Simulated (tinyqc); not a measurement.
Inputs raised by 2 %, one at a time: critical temperature from a phonon spectrum: McMillan, Allen-Dynes and the linearised Eliashberg equation. Computed by tinyqc, a small Python program. Command: `OMP_NUM_THREADS=1 python tinyqc.py 3016012 3016013 out.jsonl eliashberg sens`. One thread of a shared host (Intel(R) Xeon(R) Processor @ 2.30GHz), about 0.04 s of CPU time with the checks.

alpha^2 F(omega) = sum_i (lambda_i omega_i/2) delta(omega - omega_i), so that lambda = 2 int alpha^2 F/omega d omega = sum_i lambda_i.

Inputs (values chosen for the exercise, for a model metal): peak energy omega_1 = 21.4 meV; coupling lambda_1 = 0.461; peak energy omega_2 = 54.2 meV; coupling lambda_2 = 0.293; peak energy omega_3 = 96.8 meV; coupling lambda_3 = 1.1; Coulomb pseudopotential mu* = 0.13.

Peaks in alpha^2 F: three.

Constants: k_B = 8.617333262e-05 eV/K.

Method:
- omega_log = exp(sum lambda_i ln omega_i / lambda); omega_rms = sqrt(sum lambda_i omega_i^2 / lambda).
- McMillan form: k_B T_c = (omega_log/1.2) exp[-1.04 (1 + lambda)/(lambda - mu* (1 + 0.62 lambda))]. Allen-Dynes multiplies it by f1 f2: f1 = [1 + (lambda/L1)^(3/2)]^(1/3), L1 = 2.46 (1 + 3.8 mu*); f2 = 1 + (omega_rms/omega_log - 1) lambda^2/(lambda^2 + L2^2), L2 = 1.82 (1 + 6.3 mu*) omega_rms/omega_log.
- Linearised Eliashberg equation at omega_n = (2n + 1) pi k_B T, n = 0..N-1: lambda(j) = sum_i lambda_i omega_i^2/(omega_i^2 + (2 pi j k_B T)^2); K_mn = lambda(m - n) + lambda(m + n + 1) - 2 mu*(N) - delta_mn [2m + 1 + lambda(0) + 2 sum_(j=1..m) lambda(j)], with 1/mu*(N) = 1/mu* + ln(omega_rms/omega_N), omega_N = (2N + 1) pi k_B T. T_c is where the largest eigenvalue rho of K is zero.
- N is the smallest integer at or above 8 omega_max/(2 pi k_B T_AD), omega_max the highest peak and T_AD the Allen-Dynes value.

Runs:
```
input moved                   from       to  T_c, Eliashberg (K)  T_c, Allen-Dynes (K)  T_c, McMillan form (K)  omega_log (meV)
base run                         -        -               106.29                103.22                  89.097           60.686
peak energy omega_1 (meV)     21.4   21.828               106.51                103.67                  89.536           60.986
coupling lambda_1            0.461  0.47022               106.39                103.24                  88.997           60.374
peak energy omega_2 (meV)     54.2   55.284               106.67                103.52                  89.376           60.876
coupling lambda_2            0.293  0.29886               106.60                103.51                  89.294           60.664
peak energy omega_3 (meV)     96.8   98.736               107.81                104.52                  90.150           61.403
coupling lambda_3              1.1    1.122               108.34                105.01                  90.447           61.019
Coulomb pseudopotential mu*   0.13   0.1326               105.20                102.37                  88.500           60.686
```

Exponents ln(y'/y) / ln(x'/x):
```
input                        T_c, Eliashberg  T_c, Allen-Dynes  T_c, McMillan form  omega_log
peak energy omega_1                    0.106             0.221               0.249      0.249
coupling lambda_1                      0.051             0.013              -0.057     -0.260
peak energy omega_2                    0.180             0.148               0.158      0.158
coupling lambda_2                      0.148             0.142               0.112     -0.018
peak energy omega_3                    0.717             0.631               0.593      0.593
coupling lambda_3                      0.967             0.868               0.759      0.277
Coulomb pseudopotential mu*           -0.518            -0.416              -0.339      0.000
```

To which inputs is each result most sensitive?

Among the inputs moved here: T_c, Eliashberg answers most in size to coupling lambda_3 (exponent +0.967), next to peak energy omega_3 (+0.717). T_c, Allen-Dynes answers most in size to coupling lambda_3 (exponent +0.868), next to peak energy omega_3 (+0.631). T_c, McMillan form answers most in size to coupling lambda_3 (exponent +0.759), next to peak energy omega_3 (+0.593). omega_log answers most in size to peak energy omega_3 (exponent +0.593), next to coupling lambda_3 (+0.277); its exponent is below 0.0005 for Coulomb pseudopotential mu*.

Caution (all rows): for lambda above about 1.5 the plain McMillan form saturates and falls short. Caution (all rows): a phonon-mediated T_c this high is known only in hydrides under high pressure.

Extremes, crossings and ranges named in words are read from the listed rows.
